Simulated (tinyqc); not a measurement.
Hueckel theory of the pi electrons with the omega technique, for the molecule O=CC1=Cc2ccccc21 (SMILES; centres numbered as the heavy atoms are written), step by step. Computed by tinyqc, a small Python program that keeps every step. Settings: charge = 0, omega = 1.4, damping = 0. Command: `OMP_NUM_THREADS=1 python tinyqc.py 21654 21655 out.jsonl` (the two numbers bound the seeds that draw the settings). One thread of a shared host (Intel(R) Xeon(R) Processor @ 2.60GHz), about 0.02 s of CPU time with the checks.

## The Hueckel matrix

Centres:

| centre | z_r, pi electrons of the neutral centre | h |
|---|---|---|
| 1O | 1 | 0.91000 |
| 2C | 1 | 0.00000 |
| 3C | 1 | 0.00000 |
| 4C | 1 | 0.00000 |
| 5C | 1 | 0.00000 |
| 6C | 1 | 0.00000 |
| 7C | 1 | 0.00000 |
| 8C | 1 | 0.00000 |
| 9C | 1 | 0.00000 |
| 10C | 1 | 0.00000 |

Bonds:

| i | j | k |
|---|---|---|
| 1 | 2 | 0.95000 |
| 2 | 3 | 1 |
| 3 | 4 | 1 |
| 4 | 5 | 1 |
| 5 | 6 | 1 |
| 6 | 7 | 1 |
| 7 | 8 | 1 |
| 8 | 9 | 1 |
| 9 | 10 | 1 |
| 10 | 3 | 1 |
| 10 | 5 | 1 |

H_rr = alpha + h_r beta, H_rs = k_rs beta for bonded centres.

Hueckel matrix in units of beta (H = alpha + beta A), lower triangle:
```
          1O       2C       3C       4C       5C       6C       7C       8C
1O   0.91000
2C   0.95000  0.00000
3C   0.00000  1.00000  0.00000
4C   0.00000  0.00000  1.00000  0.00000
5C   0.00000  0.00000  0.00000  1.00000  0.00000
6C   0.00000  0.00000  0.00000  0.00000  1.00000  0.00000
7C   0.00000  0.00000  0.00000  0.00000  0.00000  1.00000  0.00000
8C   0.00000  0.00000  0.00000  0.00000  0.00000  0.00000  1.00000  0.00000
9C   0.00000  0.00000  0.00000  0.00000  0.00000  0.00000  0.00000  1.00000
10C  0.00000  0.00000  1.00000  0.00000  1.00000  0.00000  0.00000  0.00000

          9C      10C
9C   0.00000
10C  1.00000  0.00000
```

## Orbitals, round 1

pi electrons, sum of z_r less the charge = 10

Diagonalise; E = alpha + x beta with beta < 0, so the largest x are filled first; degenerate levels share their electrons. P = sum n_i c_ri c_si; each orbital has its largest coefficient positive (the first on a tie).

x values: 2.44288  1.73112  1.36651  1.08906  0.38942  -0.09824  -0.85163  -1.13755  -1.59353  -2.42803

occupations: 2.00000  2.00000  2.00000  2.00000  2.00000  0.00000  0.00000  0.00000  0.00000  0.00000

coefficients:
```
         MO1       MO2       MO3       MO4       MO5       MO6       MO7       MO8
1O   0.14456   0.53568   0.53211   0.20207  -0.41181   0.26562  -0.31291   0.11223
2C   0.23326   0.46300   0.25570   0.03809   0.22567  -0.28190   0.58025  -0.24190
3C   0.43249   0.29262  -0.15608  -0.15049   0.47910  -0.22464  -0.19689   0.16855
4C   0.35742   0.08506  -0.31575   0.14322   0.28506   0.64606  -0.02732   0.24441
5C   0.44064  -0.14536  -0.27539   0.30647  -0.36809   0.16117   0.22015  -0.44659
6C   0.25317  -0.29520   0.09267   0.53574  -0.10424  -0.31980   0.22508   0.45785
7C   0.17782  -0.36566   0.40202   0.27698   0.32750  -0.12975  -0.41184  -0.07425
8C   0.18122  -0.33780   0.45670  -0.23409   0.23177   0.33255   0.12565  -0.37339
9C   0.26488  -0.21911   0.22207  -0.53192  -0.23724   0.09708   0.30483   0.49900
10C  0.46585  -0.04151  -0.15324  -0.34520  -0.32416  -0.34209  -0.38526  -0.19425

          MO9      MO10
1O   -0.11989  -0.05617
2C    0.31595   0.19738
3C   -0.38958  -0.42587
4C    0.23372   0.36200
5C    0.01714  -0.45307
6C   -0.33217   0.26343
7C    0.51218  -0.18653
8C   -0.48400   0.18948
9C    0.25909  -0.27353
10C   0.07113   0.47465
```

charge and bond-order matrix P, lower triangle:
```
           1O        2C        3C        4C        5C        6C        7C       8C
1O    1.60281
2C    0.66513   0.77308
3C   -0.18298   0.59768   1.09844
4C   -0.31845   0.22361   0.68755   0.67291
5C    0.10561  -0.21266  -0.06290   0.34209   1.04110
6C    0.15793  -0.11410  -0.24383   0.16626   0.66301   0.91541
7C   -0.07029   0.11886   0.04475   0.07708  -0.02974   0.60893   1.02184
8C   -0.10898   0.09207   0.10903  -0.15124  -0.30774   0.07669   0.70082  0.92808
9C    0.05859  -0.11335  -0.03566  -0.27579   0.02345  -0.21584  -0.01707  0.58593
10C   0.05461  -0.07208   0.21979   0.13903   0.53407  -0.07031  -0.33074  0.06826

          9C      10C
9C   1.01341
10C  0.71796  0.93293
```

## Omega technique, round 1

h_r = h_r(0) + omega q_r, omega = 1.4, with q_r = z_r - P_rr.

matrix after round 1, lower triangle:
```
          1O       2C        3C       4C        5C       6C        7C       8C
1O   0.06606
2C   0.95000  0.31769
3C   0.00000  1.00000  -0.13782
4C   0.00000  0.00000   1.00000  0.45793
5C   0.00000  0.00000   0.00000  1.00000  -0.05753
6C   0.00000  0.00000   0.00000  0.00000   1.00000  0.11843
7C   0.00000  0.00000   0.00000  0.00000   0.00000  1.00000  -0.03057
8C   0.00000  0.00000   0.00000  0.00000   0.00000  0.00000   1.00000  0.10069
9C   0.00000  0.00000   0.00000  0.00000   0.00000  0.00000   0.00000  1.00000
10C  0.00000  0.00000   1.00000  0.00000   1.00000  0.00000   0.00000  0.00000

           9C      10C
9C   -0.01877
10C   1.00000  0.09390
```

## Orbitals, round 2

As before.

x values: 2.51033  1.69621  1.28601  1.07252  0.38287  -0.13338  -0.88119  -1.09334  -1.55585  -2.37416

occupations: 2.00000  2.00000  2.00000  2.00000  2.00000  0.00000  0.00000  0.00000  0.00000  0.00000

coefficients:
```
         MO1       MO2       MO3       MO4       MO5       MO6       MO7       MO8
1O   0.08900  -0.23860   0.36223   0.32761  -0.23555   0.57708   0.48006   0.19347
2C   0.22899  -0.40942   0.46515   0.34708  -0.07855  -0.12115  -0.47867  -0.23611
3C   0.41755  -0.33772   0.10630  -0.04924   0.21865  -0.49357   0.11782   0.14937
4C   0.41813  -0.21308  -0.35519   0.02506   0.60636   0.31560   0.01950   0.22053
5C   0.44061   0.07387  -0.40043   0.06465  -0.26416   0.30695  -0.14393  -0.49147
6C   0.25471   0.33952  -0.22419   0.47974  -0.30873  -0.14225  -0.27254   0.41568
7C   0.16862   0.46182   0.13867   0.39307   0.18252  -0.27113   0.41637  -0.01224
8C   0.17374   0.45794   0.40676  -0.04615   0.38420   0.17013  -0.08163  -0.40267
9C   0.25003   0.26884   0.34347  -0.43792  -0.07411   0.23131  -0.33622   0.49304
10C  0.45861   0.00311   0.04139  -0.43175  -0.41396  -0.19664   0.37159  -0.12714

          MO9      MO10
1O   -0.18642  -0.07395
2C    0.31827   0.18995
3C   -0.41920  -0.44106
4C    0.19043   0.31691
5C    0.03572  -0.45645
6C   -0.32968   0.26101
7C    0.51626  -0.19415
8C   -0.45776   0.19398
9C    0.24203  -0.28594
10C   0.08574   0.47951
```

charge and bond-order matrix P, lower triangle:
```
           1O        2C        3C        4C        5C        6C        7C        8C
1O    0.71774
2C    0.83754   1.12613
3C    0.17722   0.49812   0.69987
4C   -0.35044  -0.04232   0.68027   1.42938
5C   -0.08010  -0.14483   0.11105   0.30433   0.86780
6C    0.18070   0.01161  -0.24654  -0.12279   0.67929   1.11175
7C    0.08167   0.07227  -0.10053   0.08674   0.06016   0.60175   0.89751
8C   -0.10415  -0.00939   0.09481   0.12478  -0.31394  -0.06443   0.69834   1.11016
9C   -0.08698  -0.07844   0.11096  -0.26130  -0.03249  -0.21850   0.05656   0.59599
10C   0.02225   0.01132   0.25118  -0.17087   0.53433   0.05852  -0.32152  -0.08236

          9C      10C
9C   0.90004
10C  0.69893  1.13962
```

## Omega technique, round 2

As before.

matrix after round 2, lower triangle:
```
          1O        2C       3C        4C       5C        6C       7C        8C
1O   1.30516
2C   0.95000  -0.17658
3C   0.00000   1.00000  0.42019
4C   0.00000   0.00000  1.00000  -0.60113
5C   0.00000   0.00000  0.00000   1.00000  0.18508
6C   0.00000   0.00000  0.00000   0.00000  1.00000  -0.15645
7C   0.00000   0.00000  0.00000   0.00000  0.00000   1.00000  0.14349
8C   0.00000   0.00000  0.00000   0.00000  0.00000   0.00000  1.00000  -0.15422
9C   0.00000   0.00000  0.00000   0.00000  0.00000   0.00000  0.00000   1.00000
10C  0.00000   0.00000  1.00000   0.00000  1.00000   0.00000  0.00000   0.00000

          9C       10C
9C   0.13994
10C  1.00000  -0.19547
```

## Convergence

Each round sets h_r = h_r(0) + omega (z_r - P_rr), keeping the share named as damping of the old diagonal; repeat until output and input diagonals agree to 1e-6.

Rounds:

| round | sum n x | largest \|h(out) - h(in)\| |
|---|---|---|
| 1 | 14.03797 | 8.44e-01 |
| 2 | 13.89586 | 1.24e+00 |
| 3 | 14.91350 | 1.50e+00 |
| 4 | 14.69618 | 1.84e+00 |
| 5 | 16.00376 | 1.94e+00 |
| 6 | 15.43132 | 1.99e+00 |
| 7 | 16.68761 | 2.00e+00 |
| 8 | 15.90153 | 2.01e+00 |
| 9 | 17.05175 | 2.01e+00 |
| 10 | 16.12953 | 2.02e+00 |
| 11 | 17.20509 | 2.02e+00 |
| 12 | 16.21950 | 2.03e+00 |
| 13 | 17.26153 | 2.03e+00 |
| 14 | 16.25176 | 2.03e+00 |
| 15 | 17.28120 | 2.03e+00 |
| 16 | 16.26291 | 2.03e+00 |
| 17 | 17.28792 | 2.03e+00 |
| 18 | 16.26672 | 2.03e+00 |
| 19 | 17.29021 | 2.03e+00 |
| 20 | 16.26801 | 2.03e+00 |
| 21 | 17.29098 | 2.03e+00 |
| 22 | 16.26845 | 2.03e+00 |
| 23 | 17.29124 | 2.03e+00 |
| 24 | 16.26860 | 2.03e+00 |
| 25 | 17.29133 | 2.03e+00 |
| 26 | 16.26865 | 2.03e+00 |
| 27 | 17.29136 | 2.03e+00 |
| 28 | 16.26867 | 2.03e+00 |
| 29 | 17.29137 | 2.03e+00 |
| 30 | 16.26867 | 2.03e+00 |
| 31 | 17.29138 | 2.03e+00 |
| 32 | 16.26868 | 2.03e+00 |
| 33 | 17.29138 | 2.03e+00 |
| 34 | 16.26868 | 2.03e+00 |
| 35 | 17.29138 | 2.03e+00 |
| 36 | 16.26868 | 2.03e+00 |
| 37 | 17.29138 | 2.03e+00 |
| 38 | 16.26868 | 2.03e+00 |
| 39 | 17.29138 | 2.03e+00 |
| 40 | 16.26868 | 2.03e+00 |

Not converged within 40 rounds: the residual has stopped falling: the iteration swings between two states. Reruns: damping 0.5: converged in 36; damping 0.8: converged in 39.
